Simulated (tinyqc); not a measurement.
Length of a molecular wire: coherent transport through a tight-binding bridge. Computed by the program tinyqc. Command: `OMP_NUM_THREADS=1 python tinyqc.py 115698 115699 out.jsonl`; one thread of a shared host (Intel(R) Xeon(R) Processor @ 2.60GHz), about 1 s.

A uniform bridge between two chains:
```
parameter,value
site energy (eV),0.750000
hopping in the bridge (eV),1.160000
lead hopping (eV),1.810000
couplings (eV),"0.59, 0.36"
E (eV),0.270000
```

T = Gamma_L Gamma_R |G_1n|^2 with the self-energies of semi-infinite chains.

Transmission against length:
```
sites,T,ln T
2,5.8061e-02,-2.8463
3,6.4033e-02,-2.7484
4,1.3978e-01,-1.9677
5,4.1259e-02,-3.1879
6,6.8536e-01,-0.3778
7,3.8414e-02,-3.2593
8,2.5829e-01,-1.3537
9,5.0441e-02,-2.9869
10,7.8063e-02,-2.5502
```

E lies inside the band of the bridge (|E - e|/2h = 0.207 < 1): T does not decay but oscillates with length, between 0.038 and 0.685 here, as levels of the bridge pass E.
